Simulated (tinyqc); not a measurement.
Round nanowire with a gate all round, subbands and threshold shift from confinement: charge and subband filling against gate voltage.

Undoped body with a flat potential across it, hard walls, transport along x. One isotropic valley (g = 1, mx = my = mz = me). Non-parabolicity enters the subband edges through E (1 + al E) = gamma, so E = 2 gamma/(1 + sqrt(1 + 4 al gamma)); motion within a subband is taken as parabolic with the band-edge mass. Energies are counted from the bulk band edge.

gamma = C (2 z/(t + dl))^2 (1/my + 1/mz)/2, z the zeros of the Bessel functions J_l (2.404826, 3.831706, 5.135622, 5.520078, ...), twofold for l > 0; the mean inverse mass is an approximation for anisotropic valleys, C = hbar^2/(2 m0). Each subband has N_k = g sqrt(2 mx m0 kB T/(pi hbar^2)). With degeneracy n = sum N_k F((EF - E_k)/Vt), F(x) = (1/sqrt(pi)) int_0^infinity u^(-1/2) du/(1 + exp(u - x)); gate: Vg = EF + q n/(Cg P), P = pi t, summed over the 60 lowest subbands at most, with Vg counted from the value that would put EF at the bulk band edge of an empty body. Cq = q dn/dEF.

Parameters, values chosen for the exercise; masses close to those of In0.53Ga0.47As:

| symbol | value | unit | meaning |
|---|---|---|---|
| T | 300 | K | temperature |
| me | 0.0408 | m0 | mass at the band edge |
| al | 1.2 | 1/eV | non-parabolicity |
| t | 6.3 | nm | diameter |
| dl | 0.2 | nm | widening of the box by penetration into the insulator |
| Cg | 2.8 | uF/cm^2 | gate capacitance per area of interface |

Constants: q = 1.602176634e-19 C, kB = 1.380649e-23 J/K, hbar = 1.054571817e-34 J s, m0 = 9.1093837015e-31 kg, Vt = kB T/q, hbar^2/(2 m0) = 0.0380998212 eV nm^2. Results are converted to the units shown.

Charge and subband filling against gate voltage:
```
Vg (V)  EF - E_1 (eV)  n (cm^-1)  n/P (cm^-2)  share of the lowest subband (%)  Cq/(Cg P)  total C/(Cg P)
0.21          -0.1478       3079      1.556e9                            100.0   0.003435        0.003423
0.33         -0.03389    2.134e5     1.078e11                            100.0     0.2022          0.1682
0.46          0.05928    1.487e6     7.515e11                            100.0     0.4217          0.2966
0.58           0.1496    2.513e6     1.269e12                            99.96     0.2595          0.2060
0.71           0.2550    3.366e6     1.701e12                            98.39     0.2509          0.2006
0.83           0.3364    4.699e6     2.374e12                            81.11     0.8604          0.4625
0.96           0.4003    6.987e6     3.530e12                            59.55      1.018          0.5045
1.08           0.4646    8.914e6     4.504e12                            50.31     0.7356          0.4238
1.21           0.5437    1.067e7     5.393e12                            45.46     0.5799          0.3670
```

What does the table show?

EF passes E_1 = 0.358 eV at Vg = 0.374 V. The share of the lowest subband falls from 100 to 45.5 % and the total capacitance moves up and down between 0.00342 and 0.504 of Cg P. In the last row 61 % of an added gate voltage goes into raising EF (from the last two rows). For Vg = 1.21 the charge would bend the potential across the body noticeably, which is left out.

Range of the model: Non-parabolicity also makes carriers heavier within each subband, which is left out, so densities of states are understated at high energy.

Numbers from tinyqc (`OMP_NUM_THREADS=1 python tinyqc.py 2350057 2350058 out.jsonl`; about 0.1 s on one thread of a shared Intel Xeon 2.30GHz).
